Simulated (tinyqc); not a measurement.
# Ideality, saturation current and resistance from three points

Inverse problem. Well above the saturation current a diode obeys V = n Vt ln(I/I0) + I Rs. Find n, Rs and I0.

Parameters, values chosen for the exercise: temperature T = 293 K.

Constants: q = 1.602176634e-19 C, kB = 1.380649e-23 J/K, Vt = kB T/q. Results are converted to the units shown.

currents (A): [1e-6, 0.0004, 0.05]
voltages (V): [0.57095501, 0.84827110, 1.1308847]

Solution. V is linear in the three unknowns n Vt, Rs and -n Vt ln I0, so three points give a linear system.

n = 1.830
Rs = 1.200 ohm
I0 = 4.300e-12 A

Computed by the program tinyqc: `OMP_NUM_THREADS=1 python tinyqc.py 2260034 2260035 out.jsonl`, one thread of a shared Intel Xeon 2.30GHz, about 0.01 s for the whole run.
